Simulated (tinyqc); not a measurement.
Worked calculation: two-valley model of the transferred-electron effect. Computed by tinyqc, a small Python program that keeps every step. Command: `OMP_NUM_THREADS=1 python tinyqc.py 3005067 3005068 out.jsonl gunn walk`. One thread of a shared host (Intel(R) Xeon(R) Processor @ 2.30GHz), about 0.01 s of CPU time with the checks. Intermediate numbers are printed to about 7 digits and carried at full precision; extremes and crossings named in words are read from the listed rows.

Both kinds of valley share one electron temperature T_e, and each has a constant mobility.

Inputs (values chosen for the exercise, modelled on GaSb):
```
quantity                         value        unit
central-valley mass m1           0.042         m_0
satellite-valley mass m2          0.22         m_0
satellite valleys Z                  4           -
valley separation dE             0.082          eV
central-valley mobility mu1       5100  cm^2/(V s)
satellite-valley mobility mu2      430  cm^2/(V s)
energy relaxation time tau_E       1.2          ps
lattice temperature T               77           K
electric field F                   1.1       kV/cm
mixing                             0.1           -
iteration cap                      600           -
doping n                       5.3e+14      1/cm^3
device length L                    9.5  micrometre
permittivity eps                  15.7           -
```

Solver: damped fixed point.

Constants: k_B = 8.617333262e-05 eV/K; eps_0 = 8.8541878128e-12 F/m; e = 1.602176634e-19 C.

## Equilibrium

Density-of-states ratio R = Z (m2/m1)^(3/2); n2/n1 = R exp(-dE/(k_B T_e)); mean mobility mu = (mu1 + mu2 n2/n1)/(1 + n2/n1); energy balance e mu F^2 = (3/2) k_B (T_e - T)/tau_E; v = mu F.

R = 47.95347

n2/n1 without field = 2.059603e-04

low-field mobility = 5099.038 cm^2/(V s)

dE is 12.4 k_B T, so the satellites are empty without field.

## First two iterations

Fixed point from T_e = T: T_out = T + (2/3) e mu(T_e) F^2 tau_E/k_B, T_new = T_e + mixing (T_out - T_e); stop when |T_out - T_e| is below 1e-6 K.

T_out of iteration 1 = 134.2784 K

T_e after iteration 1 = 82.72784 K

mu at that T_e = 5097.738 cm^2/(V s)

T_e after iteration 2 = 87.88143 K

## Electron temperature

The formulas are those given above.

Course of the iteration:
```
iteration   T_e (K)  mu (cm^2/(V s))  |T_out - T_e| (K)
1           77.0000         5099.038       5.727838e+01
2           82.7278         5097.738       5.153594e+01
3           87.8814         5095.562       4.635790e+01
4           92.5172         5092.369       4.168625e+01
5           96.6858         5088.122       3.746991e+01
6          100.4328         5082.871       3.366393e+01
7          103.7992         5076.740       3.022867e+01
...             ...              ...                ...
151        132.4486         4936.146       1.800529e-06
152        132.4486         4936.146       1.603131e-06
153        132.4486         4936.146       1.427373e-06
154        132.4486         4936.146       1.270885e-06
155        132.4486         4936.146       1.131553e-06
156        132.4486         4936.146       1.007497e-06
157        132.4486         4936.146       8.970412e-07
```

electron temperature T_e = 132.4486 K

Converged in 157 iterations.

## Velocity

The formulas are those given above.

share in the satellites = 3.508654 %

mean mobility = 4936.146 cm^2/(V s)

drift velocity = 0.5429760 1e7 cm/s

## Peak, valley and negative differential mobility

Using T_e as the parameter, F(T_e) = sqrt(3 k_B (T_e - T)/(2 e mu tau_E)) and v = mu F; find the first maximum and the next minimum of v, and the most negative dv/dF between them.

threshold field = 2.260218 kV/cm

peak velocity = 0.7119890 1e7 cm/s

T_e at the threshold = 226.3966 K

field of the velocity minimum = 5.483053 kV/cm

valley velocity = 0.6690255 1e7 cm/s

peak-to-valley ratio = 1.064218

most negative differential mobility = -224.3372 cm^2/(V s)

At the threshold k_B T_e is dE/4.2. The field of this run lies below the threshold.

## Does a domain form?

Space charge grows at the rate n e |mu_d|/(eps eps_0) during the transit time L/v, with v the valley velocity; Kroemer's criterion asks n L > eps eps_0 v/(e |mu_d|). Transit frequency v/L.

critical n L = 2.587494e+11 1/cm^2

n L of the device = 5.035000e+11 1/cm^2

transit frequency = 7.042373 GHz

n L is 1.95 times the critical product: a borderline case, which this order-of-magnitude rule cannot settle.

## Velocity against field

The formulas are those given above.

The curve:
```
F (kV/cm)   T_e (K)  share in the satellites (%)  v (1e7 cm/s)  low-field line (1e7 cm/s)
0.11        77.5728                 2.255870e-02     0.0560884                   0.056089
0.28        80.7107                 3.633946e-02     0.1427525                   0.142773
0.55        91.3036                 1.425485e-01     0.2801339                   0.280447
0.77       104.9304                 5.495297e-01     0.3907239                   0.392626
1.10       132.4486                 3.508654e+00     0.5429760                   0.560894
1.50       169.1527                 1.473824e+01     0.6617587                   0.764856
2.20       222.3852                 3.992244e+01     0.7118368                   1.121788
3.30       289.5351                 6.419150e+01     0.6937448                   1.682683
5.50       418.6043                 8.316033e+01     0.6690269                   2.804471
11.00      868.1557                 9.412628e+01     0.7747332                   5.608942
```

v falls between 2.2 and 5.5 kV/cm, while the share in the slow valleys goes from 40 to 83 %: transfer outruns the rise of the field. With constant mobilities n2/n1 tends to R and v ends on the line (mu1 + R mu2) F/(1 + R), a mobility of 525; real satellites saturate instead.

Checks made by the program: field recovered from T_e by the energy balance (relative difference 7e-09).
